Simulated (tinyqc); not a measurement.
Energy and delay of logic against supply voltage: two steps of the calculation.

One expression serves below and above threshold: I(Vg) = Ik [ln(1 + exp((Vg - VT + dd V)/(al nf Vt)))]^al, with I_on = I(V) and I_off = I(0). Gate delay td = kd C V/I_on, clock period LD td. Per gate and cycle the switching energy is act C V^2 and the leakage energy I_off V LD td. No short-circuit current, no variation. Minima are sought above 0.09 V; below a few Vt gates no longer switch and the model has no meaning.

Parameters, values chosen for the exercise; values of the order met in logic technologies: temperature T = 300 K; threshold voltage at zero drain bias VT = 0.41 V; slope factor nf = 1.13; barrier lowering per volt of supply dd = 0.12; specific current of a gate Ik = 1.6 uA; exponent of the current law al = 1.71; load capacitance of a gate C = 0.74 fF; delay factor kd = 0.6; logic depth LD = 30; activity factor act = 0.2; supply voltage V = 0.47 V.

Constants: q = 1.602176634e-19 C, kB = 1.380649e-23 J/K, Vt = kB T/q. Results are converted to the units shown.

Question 1. Currents, delay and energies. I_on, I_off, td, clock frequency 1/(LD td), both energies and their sum.

Wanted: I_on; I_off; td; clock frequency; switching energy; leakage energy; energy.

Answer 1.

I_on = 7.267 uA
I_off = 0.008851 nA
td = 28.72 ps
clock frequency = 1.161 GHz
switching energy = 32.69 aJ
leakage energy = 0.003584 aJ
energy = 32.70 aJ

I_on/I_off = 8.21e5; leakage makes up 0.0110 % of the energy.

Question 2. New V. Minimum-energy supply: E(V) is the energy per gate and cycle; with h = 0.001 V, E' = (E(V + h) - E(V - h))/(2 h), E'' = (E(V - h) - 2 E(V) + E(V + h))/h^2, V(new) = V - E'/E''.

V at the start = 0.11 V

Find: E'; E''; V after iteration 1.

Answer 2.

E' = -27.26 aJ/V
E'' = 639.1 aJ/V^2
V after iteration 1 = 0.1526 V

Computed by the program tinyqc: `OMP_NUM_THREADS=1 python tinyqc.py 2082087 2082088 out.jsonl`, one thread of a shared Intel Xeon 2.30GHz, about 0.01 s for the whole run.
